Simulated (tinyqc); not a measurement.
Ewald sum of point charges, displaced rock salt lattice, step by step. Computed by tinyqc, a small Python program that keeps every step. Command: `OMP_NUM_THREADS=1 python tinyqc.py 22484 22485 out.jsonl` (the two numbers bound the seeds that draw the settings). One thread of a shared host (Intel(R) Xeon(R) Processor @ 2.60GHz), about 0.03 s of CPU time with the checks.

## Ewald sum with eta = 0.335 1/bohr

cell vectors (rows) (bohr):
```
         1        2        3
1  0.00000  4.96500  4.96500
2  4.96500  0.00000  4.96500
3  4.96500  4.96500  0.00000
```

Charges:
```
q              f1       f2       f3
1.00000   0.00000  0.00000  0.00000
-1.00000  0.46000  0.54000  0.50000
```

Real space: 1/2 sum q_i q_j erfc(eta r)/r over all images with r > 0; reciprocal space: (2 pi/V) sum_(G != 0) exp(-G^2/4 eta^2)/G^2 |S(G)|^2 with S(G) = sum q exp(i G.r); self term -eta/sqrt(pi) sum q^2; background -pi Q^2/(2 V eta^2), Q the total charge.

Real-space shells (first ones):
```
r (bohr)  pairs  sum (hartree)
4.77054       4       -0.00998
4.97294       4       -0.00743
5.16742       4       -0.00556
7.02157      24        0.00150
8.37188       4      -1.74e-05
8.60422       8      -2.13e-05
8.83044       4      -6.50e-06
9.93000      12       1.54e-06
10.83599      4      -5.24e-08
10.92661      8      -8.27e-08
11.01648     12      -9.79e-08
11.19407     12      -6.10e-08
```

Reciprocal shells (first ones that count):
```
G^2 (1/bohr^2)  vectors  sum (hartree)
1.20111               8        0.04672
1.60148               6        0.00011
3.20296              12       6.37e-06
4.40407              24       2.98e-05
4.80444               8       1.19e-07
6.40592               6       2.52e-09
7.60702              24       1.35e-08
8.00739              24       2.81e-10
```

## The total does not depend on eta

The same sums for other eta.

Totals (hartree per cell):
```
eta           real  reciprocal      self  background       total
0.33500   -0.02151     0.04687  -0.37801     0.00000  -0.3526500
0.48800   -0.00080     0.19879  -0.55065     0.00000  -0.3526500
0.65200  -7.12e-06     0.38306  -0.73570     0.00000  -0.3526500
```

shortest distance = 4.77054 bohr

Madelung constant -E d / (formula units |q+ q-|) = 1.68233
